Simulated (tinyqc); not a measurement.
Worked calculation: complex band structure along [001] in sp3s* tight binding. Values are carried at full precision from step to step, so a last printed digit may differ when a step is redone from the rounded ones.

For k = (0, 0, kz) the phase sums are g0 = cos(phi) and g3 = i sin(phi), phi = kz a/4, and the s, pz, s* orbitals of anion (a) and cation (c) decouple from px, py. With z = exp(i phi), H(z) = H0 + z T + T^T/z for any complex z. H0 is diagonal (Esa, Epa, Exa, Esc, Epc, Exc). The anion-cation block is B(z) = z U + W/z and the cation-anion block z W^T + U^T/z, where U has Vss/2 (s,s), Vsapc/2 (s,z), -Vscpa/2 (z,s), Vxx/2 (z,z), Vxapc/2 (s*,z), -Vpaxc/2 (z,s*), and W has the same values with the s-z and s*-z signs reversed. |z| = 1 is a band state, |z| < 1 decays along [001] as exp(-kappa d) over a distance d, kappa = -(4/a) ln|z|. No spin-orbit coupling.

Constants: hbar^2/2m0 = 3.80998211 eV angstrom^2.

Values chosen for the exercise (out of a larger set: near a published set for GaAs, fitted to gaps, whose masses and valley positions are rough (light masses up to twice too heavy); not measured data): p = (-8.322, 1.048, -2.656, 3.65, 8.565, 6.755, -6.405, 1.967, 5.048, 4.506, 5.769, 4.806, 4.843) eV (order Esa, Epa, Esc, Epc, Exa, Exc, Vss, Vxx, Vxy, Vsapc, Vscpa, Vxapc, Vpaxc); dE = 0.67 eV (E - Ev); a = 5.657 angstrom (lattice constant).

## The layer matrices

Parameters in the order Esa, Epa, Esc, Epc, Exa, Exc, Vss, Vxx, Vxy, Vsapc, Vscpa, Vxapc, Vpaxc. Form H0 and T.

diagonal of H0 (eV): sa -8.3220, za 1.0480, s*a 8.5650, sc -2.6560, zc 3.6500, s*c 6.7550

T (eV):
```
          sa      za      s*a       sc      zc      s*c
sa    0.0000  0.0000   0.0000  -3.2025  2.2530   0.0000
za    0.0000  0.0000   0.0000  -2.8845  0.9835  -2.4215
s*a   0.0000  0.0000   0.0000   0.0000  2.4030   0.0000
sc   -3.2025  2.8845   0.0000   0.0000  0.0000   0.0000
zc   -2.2530  0.9835  -2.4030   0.0000  0.0000   0.0000
s*c   0.0000  2.4215   0.0000   0.0000  0.0000   0.0000
```

## Edges at Gamma

At z = 1 the levels follow from the blocks [[Esa, Vss], [Vss, Esc]] and [[Epa, Vxx], [Vxx, Epc]]: Ev is the lower p root, and the direct gap ends at the lower of the upper roots.

Ev = -0.0093 eV
EG (direct gap) = 1.5239 eV

## Complex wave vectors at one energy in the gap

Solve det(H0 - E + z T + T^T/z) = 0 with E = Ev + dE, as the linear problem [[0, 1], [-T^T, E - H0]] x = z [[1, 0], [0, T]] x. Roots come as z, -z, 1/z and conjugates; list those with 0 < |z| < 1 and Re z, Im z >= 0, by falling |z|. Re kz = arg(z)/(pi/2) in units of 2 pi/a, kappa = -(4/a) ln|z|.

Decaying roots:
```
Re z      Im z     |z|  Re kz (2 pi/a)  kappa (1/angstrom)
0.8712  0.0000  0.8712          0.0000              0.0975
0.1072  0.4126  0.4263          0.8381              0.6029
```

The slowest root has kappa = 0.0975 1/angstrom at Re kz = 0.000: a purely imaginary k at Gamma. The probability falls by exp(-2 kappa d), a factor 7.02 over 1 nm.

## The px, py block

For px and py the determinant gives (E - Epa)(E - Epc) = Vxx^2 cos^2(phi) + Vxy^2 sin^2(phi). With phi = i kappa a/4 this is sinh^2(kappa a/4) = ((E - Epa)(E - Epc) - Vxx^2)/(Vxx^2 - Vxy^2), E = Ev + dE. Parameters in the order Esa, Epa, Esc, Epc, Exa, Exc, Vss, Vxx, Vxy, Vsapc, Vscpa, Vxapc, Vpaxc.

sinh^2(kappa a/4) = 0.12544
kappa of the heavy-hole branch = 0.2455 1/angstrom

This branch decays faster than the slowest root of the s-pz block (0.0975), by a factor 2.52 in kappa.

## Band-edge masses of the same block

From the real bands: m/m0 = c h^2/|E(h) - E(0)| with kz = h = 0.001 1/angstrom for level 2 (light hole) and level 3 (electron) of the 6 x 6 matrix; c = hbar^2/2m0.

masses of this model, from the curvature at Gamma (m0): m_lh 0.0878, m_e 0.1164

These are masses of the nearest-neighbour model without spin-orbit coupling, which is fitted to gaps and often gives the electron too heavy.

## Checks

- Largest distance of a level of the 6 x 6 block at kz = 0.37 (2 pi/a) from a level of the full matrix, against zero (eV): both 0.000000.
- Kappa 0.1 meV above Ev against sqrt(m_lh E/c): both 0.001518.

tinyqc: `OMP_NUM_THREADS=1 python tinyqc.py 1481568 1481569 out.jsonl`; about 0.01 s, one thread, shared Intel(R) Xeon(R) Processor @ 2.30GHz.
